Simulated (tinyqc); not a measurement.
Segment and feed resistance from two drops.

Inverse problem. A rail is fed at one end through Rq; K loads of Ij follow, each after a segment Rs. The drop at load j is K Ij Rq + Rs Ij sum_(l=1..j) (K - l + 1). Find Rs, Rq and the worst drop, at the middle, if the rail were fed through Rq at both ends: K Ij Rq/2 + Rs Ij K^2/8 with the load taken as continuous.

Inputs (values chosen for the exercise): number of equal loads K = 6; current of each load Ij = 0.3 mA.

drops at the first and at the last load (mV): [3.132, 7.362]

Answer. The difference of the two drops is Rs Ij K (K - 1)/2, which gives Rs; the first drop then gives Rq.

Rs = 0.9400 ohm
Rq = 0.8000 ohm
drop at the middle with two feeds = 1.989 mV

Program tinyqc, `OMP_NUM_THREADS=1 python tinyqc.py 2770146 2770147 out.jsonl`; Intel Xeon 2.30GHz, shared host, one thread, about 0.07 s.
